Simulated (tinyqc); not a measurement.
# Resistance of a source-drain extension with a graded tip: abruptness at a fixed junction position

y runs along the channel, the gate covers y > 0. The doping is N0 for y < y0 and N0 10^(-(y - y0)/la) beyond, uniform over the depth xj. Sheet conductance s(y) = q mu(N) max(N - Nch, 0) xj + (for y > 0) ma Cox Vo, with mu(N) = u0 + (u1 - u0)/(1 + (N/Nr)^au) and Cox = eps0 eox/tox. Current is taken as one-dimensional; depletion of the tip, spreading and the contact are left out. The metallurgical junction lies at yj, where N = Nch.

R_spacer = integral of dy/s from -Ls to 0, R_ov from 0 to yj, R_channel = (Lg - 2 yj)/(ma Cox Vo), R_total = 2 R_spacer + 2 R_ov + R_channel. Electrical length L_eff = ma Cox dR_total/d(1/Vo); R_series = R_total - L_eff/(ma Cox Vo). y0 is moved with la so that yj stays at 11.044 nm.

Values chosen for this exercise; mobility law close to that of electrons in silicon:
```
symbol,value,unit,meaning
eox,3.9,,relative permittivity of the gate insulator (close to silicon dioxide)
tox,1.6,nm,insulator thickness
N0,1.1e20,cm^-3,active doping of the extension far from the gate
xj,10,nm,depth of the extension
Nch,5.5e17,cm^-3,channel doping
Ls,24,nm,spacer length
Vo,0.62,V,gate overdrive
ma,220,cm^2/(V s),mobility of the gate-induced layer
u1,1414,cm^2/(V s),mobility at low doping
u0,68.5,cm^2/(V s),mobility at high doping
Nr,9.2e16,cm^-3,reference doping
au,0.711,,exponent
Lg,90,nm,gate length
```

Constants: q = 1.602176634e-19 C, eps0 = 8.8541878128e-14 F/cm where lengths are in cm. Results are converted to the units shown.

The same in every row: yj (nm) = 11.04; R_channel (ohm um) = 230.7.

Result of one run:
```
R_spacer (ohm um)	R_ov (ohm um)	R_total (ohm um)	L_eff (nm)	R_series (ohm um)
17.74	24.15	314.5	78.37	48.27
```

Which lateral abruptness la gave this result: 1, 2.3, 4.9 or 10 nm/decade?

la = 4.9 nm/decade.

The whole series:
```
la (nm/decade)	R_spacer (ohm um)	R_ov (ohm um)	R_total (ohm um)	L_eff (nm)	R_series (ohm um)
1	17.74	10.26	286.7	70.61	46.85
2.3	17.74	14.89	296.0	73.19	47.32
3.6	17.74	19.52	305.2	75.78	47.79
4.9	17.74	24.15	314.5	78.37	48.27
6.1	19.37	27.50	324.4	80.49	51.02
7.4	24.61	29.76	339.4	82.21	60.18
8.7	33.39	31.20	359.9	83.43	76.46
10	45.36	32.17	385.8	84.32	99.33
```

As la goes from 1 to 10 nm/decade, R_total rises from 287 to 386 ohm um, R_spacer rises from 17.7 to 45.4 ohm um and R_ov rises from 10.3 to 32.2 ohm um. R_total changes on average by 11.0 ohm um for each nm/decade. L_eff exceeds the metallurgical length by 2.69 nm in the first row and 16.4 nm in the last, since the gate also controls the lightly doped tips.

Program tinyqc, `OMP_NUM_THREADS=1 python tinyqc.py 2282037 2282038 out.jsonl`; Intel Xeon 2.30GHz, shared host, one thread, about 0.05 s.
